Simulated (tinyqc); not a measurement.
# Worked calculation: frequency dispersion of an accumulation capacitance by border traps, distributed model

tinyqc, about 0.3 s, one thread, Intel Xeon 2.30GHz (shared host): `OMP_NUM_THREADS=1 python tinyqc.py 2202107 2202108 out.jsonl` Printed values are rounded.

Traps spread evenly through the insulator exchange electrons with the semiconductor by tunnelling, with tau(x) = t0 exp(2 ka x) at depth x from the interface. The admittance per area Y seen at depth x obeys dY/dx = -Y^2/(i w eps0 eox) + q Nb ln(1 + i w tau)/tau, with Y(0) = i w Cs and w = 2 pi f; the gate sees Y(tox) = G + i w C. Working variable y = Y/(i w), in uF/cm^2. Cox = eps0 eox/tox.

Inputs (values chosen for the exercise); permittivity close to that of silicon dioxide:
- eox = 3.85 (relative permittivity of the insulator)
- tox = 3.9 nm (insulator thickness)
- Cs = 0.64 uF/cm^2 (semiconductor capacitance in accumulation)
- Nb = 4.7e18 cm^-3 eV^-1 (density of border traps)
- ka = 6.3 1/nm (decay constant of the wave function in the insulator)
- t0 = 8e-9 s (time constant of a trap at the interface)
- f = 1e5 Hz (frequency)
- xe = 0.82 nm (depth down to which the steps are taken)

Constants: q = 1.602176634e-19 C, eps0 = 8.8541878128e-14 F/cm where lengths are in cm. Results are converted to the units shown.

## Scales and lumped estimate

Cox; trap-free value 1/(1/Cox + 1/Cs); response depth d = ln(1/(w t0))/(2 ka), where w tau = 1; lumped estimate: all traps within d act as C_bt = q Nb d placed at d/2, so C = 1/{1/[1/(1/Cs + d/(2 eps0 eox)) + C_bt] + (tox - d/2)/(eps0 eox)}.

Cox = 0.874067 uF/cm^2
trap-free C = 0.369470 uF/cm^2
d = 0.420081 nm
C_bt = 0.0316331 uF/cm^2
lumped C = 0.380631 uF/cm^2

The traps within reach amount to 0.0494 Cs and lie in the first 10.8 % of the insulator.

## Midpoint steps through the active depth

In terms of y: dy/dx = -y^2/(eps0 eox) + s(x), s = q Nb ln(1 + z)/z, z = i w tau. 8 midpoint steps of h = xe/8: y_half = y + (h/2) y'(x, y), y(new) = y + h y'(x + h/2, y_half).

```
point  x (nm)      s (uF/(cm^2 nm))         y (uF/cm^2)
0           0  0.0753017-0.0001893i  0.640000+0.000000i
1      0.1025  0.0752939-0.0006884i  0.635490-0.000037i
2       0.205  0.0751915-0.0024996i  0.631147-0.000168i
3      0.3075  0.0738811-0.0088572i  0.626928-0.000643i
4        0.41  0.0617369-0.0245462i  0.622420-0.002218i
5      0.5125  0.0298058-0.0284582i  0.615621-0.005170i
6       0.615  0.0095936-0.0158878i  0.606160-0.007233i
7      0.7175  0.0027470-0.0066538i  0.595826-0.008023i
8        0.82  0.0007634-0.0024590i  0.585487-0.008151i
```

## Capacitance and conductance at the gate

y at xe = 0.585487-0.008151i uF/cm^2

Beyond xe the traps are ignored, so 1/y(tox) = 1/y(xe) + (tox - xe)/(eps0 eox); C = Re y, G/w = -Im y, loss tangent G/(w C).

y at the gate = 0.382938-0.003486i uF/cm^2
C = 0.382938 uF/cm^2
G/w = 0.00348626 uF/cm^2
loss tangent = 0.00910398

A fine integration over the whole insulator gives C = 0.38298 and G/w = 0.003584 uF/cm^2; the coarse G/w is 2.7 % below that. The fine C is 3.7 % above the trap-free value, and the lumped estimate is 0.61 % below the fine result.
